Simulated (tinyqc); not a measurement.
Gate sweep: ballistic transport through the one-dimensional subbands of a rectangular nanowire or nanosheet channel. Computed by tinyqc, a small Python program. Command: `OMP_NUM_THREADS=1 python tinyqc.py 3007161 3007162 out.jsonl wire walk`. One thread of a shared host (Intel(R) Xeon(R) Processor @ 2.30GHz), about 0.02 s of CPU time with the checks.

Hard walls, parabolic subbands, transport along x. Energies are counted from the bulk conduction band edge at the top of the barrier, which the gate pulls down by U; the source Fermi level lies at the bulk edge when U = 0.

Inputs (values chosen for the exercise, modelled on silicon):
```
quantity                      value  unit
light mass m_t                 0.18   m_0
heavy mass m_l                0.909   m_0
height a                          4    nm
width b                         6.4    nm
equivalent oxide thickness t      1    nm
drain voltage V_D              0.37     V
temperature T                   300     K
```

Valleys: silicon [100] wire.

Constants: hbar^2/(2 m_0) = 3.80998212 eV angstrom^2; k_B = 8.617333262e-05 eV/K; m_0 = 9.1093837015e-31 kg; k_B = 1.380649e-23 J/K; hbar = 1.054571817e-34 J s; eps_0 = 8.8541878128e-12 F/m; e = 1.602176634e-19 C; h = 6.62607015e-34 J s.

Method:
- E_pq = (hbar^2 pi^2/2)(p^2/(m_y b^2) + q^2/(m_z a^2)); valley pairs: (m_x, m_y, m_z) = (m_t, m_t, m_l), (m_t, m_l, m_t), (m_l, m_t, m_t), each with degeneracy g = 2; the 10 lowest subbands are kept.
- F_j(eta) = (1/Gamma(j + 1)) int_0^infinity x^j/(1 + exp(x - eta)) dx, F_0 = ln(1 + exp(eta)). Integrals over x = E/(k_B T) use 160 Gauss-Legendre points in u = sqrt(x) from 0 to sqrt(max(eta, 0) + 32).
- With degeneracy g = 2, eta_i = (U - E_i)/(k_B T) and u = e V_D/(k_B T): line density n = sum_i g sqrt(2 m_x k_B T/pi)/(2 hbar) [F_-1/2(eta_i) + F_-1/2(eta_i - u)]; gate: e n = C_ox (V_G - U/e), C_ox = 3.9 eps_0 2 (a + b)/t (flat-plate estimate); I = (2 e k_B T/h) sum_i g [F_0(eta_i) - F_0(eta_i - u)].
- Open modes are sum_i g/(1 + exp(-eta_i)). The last column is e dn/dV_G over C_ox, taken up to the next row.

Subbands:
```
valley axis  p  q  E (meV)  m_x (m_0)
z            1  1   76.857      0.180
y            1  1  140.666      0.180
z            1  2  154.421      0.180
y            2  1  170.964      0.180
x            1  1  181.568      0.909
y            3  1  221.461      0.180
z            2  1  229.864      0.180
z            1  3  283.694      0.180
y            4  1  292.158      0.180
z            2  2  307.428      0.180
```

Against the gate voltage:
```
V_G (V)  U (meV)    n (1/nm)  I (microampere)  open modes    C_g/C_ox
-0.22    -220.00  2.4523e-06       4.8928e-05  2.4427e-05  2.5597e-04
-0.12    -120.03  1.1720e-04       2.3386e-03  1.1673e-03  1.8274e-02
-0.0031    -5.26  9.6940e-03       1.9472e-01  9.5545e-02  3.1829e-01
0.13       85.47  1.9961e-01       4.4966e+00  1.6444e+00  6.1975e-01
0.23      123.50  4.7745e-01       1.1727e+01  3.4126e+00  7.4511e-01
0.36      156.63  9.1169e-01       2.3412e+01  5.8291e+00  8.1054e-01
0.5       183.16  1.4204e+00       3.7759e+01  8.1489e+00  8.3765e-01
0.66      209.13  2.0212e+00       5.6418e+01  1.0369e+01  8.4808e-01
0.83      234.96  2.6676e+00       7.9235e+01  1.2408e+01  8.5177e-01
1         260.16  3.3167e+00       1.0528e+02  1.4255e+01           -
```

Between the first two rows the current rises one decade per 60 mV, against the limit ln(10) k_B T/e = 60 mV. Above threshold C_g/C_ox lies between 0.62 and 0.85: the quantum capacitance in series costs a visible part. In the last rows the tenth subband begins to fill, so the truncation shows.

Extremes, crossings and ranges named in words are read from the listed rows.
